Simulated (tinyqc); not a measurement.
Threshold-voltage variability of a planar MOSFET, analytic estimates: two steps of the calculation.

Three independent sources add in quadrature: random dopants in the depleted layer, metal-gate grains of two orientations, and roughness of the two gate edges acting through the roll-off VT = VT(long) - Vr exp(-L/l). These are first-order estimates: no three-dimensional electrostatics, no percolation.

Values chosen for this exercise; material values close to those of silicon:
- T = 400 K (temperature)
- Eg = 1.12 eV (band gap)
- eps_r = 11.5 (relative permittivity of the semiconductor)
- Nc = 4.25e19 cm^-3 (conduction-band density of states at T)
- Nv = 4.13e19 cm^-3 (valence-band density of states at T)
- Na = 1.1e18 cm^-3 (channel doping)
- ti = 1.7 nm (oxide-equivalent thickness in inversion)
- L = 25 nm (gate length)
- W = 82 nm (gate width)
- Nb = 33554432 (number of cells)
- Y = 0.99 (wanted yield)

Constants: q = 1.602176634e-19 C, kB = 1.380649e-23 J/K, Vt = kB T/q, eps0 = 8.8541878128e-14 F/cm where lengths are in cm. Results are converted to the units shown.

Task 1. Random dopants. ni = sqrt(Nc Nv) exp(-Eg/(2 Vt)), Eg in volts; Cox = 3.9 eps0/ti; Wd = sqrt(4 eps0 eps_r Vt ln(Na/ni)/(q Na)); dopants: s1 = (q/Cox) sqrt(Na Wd/(3 L W)). The slope A1 = s1 sqrt(L W); mean number of dopants Na L W Wd.

Give: Cox; Wd; mean number of dopants; A1; s1.

Result 1.

Cox = 2.031 uF/cm^2
Wd = 31.69 nm
mean number of dopants = 71.46
A1 = 0.8502 mV um
s1 = 18.78 mV

Counting alone, 1/sqrt(N) of the depletion voltage q Na Wd/Cox = 275 mV, would give sqrt(3) times more: dopants deep in the layer act less on the surface.

Task 2. Margin in standard deviations for the wanted yield. Cells fail independently with probability Q(k) = erfc(k/sqrt(2))/2 when the margin is k standard deviations, and Y = exp(-Nb Q(k)). phi = exp(-k^2/2)/sqrt(2 pi). Newton steps on ln Q(k) = ln(-ln(Y)/Nb): k(new) = k + [ln Q - ln(-ln(Y)/Nb)] Q/phi.

k after iteration 1 = 7.6666592

Find: Q(k); phi; k after iteration 2.

Result 2.

Q(k) = 8.827e-15
phi = 6.879e-14
k after iteration 2 = 6.328

tinyqc, about 0.01 s, one thread, Intel Xeon 2.30GHz (shared host): `OMP_NUM_THREADS=1 python tinyqc.py 2090171 2090172 out.jsonl`
